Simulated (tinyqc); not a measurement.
Electron mobility in a silicon inversion layer, empirical terms and Matthiessen rule: one step of the calculation.

Inversion layer of sheet density Ns on a uniformly doped body. The mobility terms are empirical power laws with prefactors chosen for the exercise; adding their inverses (Matthiessen) is itself an approximation.

Task. Depletion charge and effective field. ni = sqrt(Nc Nv) exp(-Eg/(2 Vt)), Eg in volts; Ndep = sqrt(2 eps0 eps_r Nb (2 Vt ln(Nb/ni) + Vsb)/q); E = q (Ndep + eta Ns)/(eps0 eps_r), in MV/cm.

Parameters, values chosen for the exercise; material values close to those of silicon: temperature T = 300 K; band gap Eg = 1.13 eV; relative permittivity of the semiconductor eps_r = 11.9; conduction-band density of states at T Nc = 2.83e19 cm^-3; valence-band density of states at T Nv = 2.64e19 cm^-3; body doping Nb = 5.3e17 cm^-3; reverse body bias Vsb = 0.6 V; weight of the inversion charge in the effective field eta = 0.5; inversion density Ns = 1.3e12 cm^-2.

Constants: q = 1.602176634e-19 C, kB = 1.380649e-23 J/K, Vt = kB T/q, eps0 = 8.8541878128e-14 F/cm where lengths are in cm. Results are converted to the units shown.

Find: ni; Ndep; E.

Result.

ni = 8.8128e9 cm^-3
Ndep = 3.2617e12 cm^-2
E = 0.59481 MV/cm

The depletion charge gives 83.4 % of the field.

Numbers from tinyqc (`OMP_NUM_THREADS=1 python tinyqc.py 2510080 2510081 out.jsonl`; about 0.03 s on one thread of a shared Intel Xeon 2.30GHz).
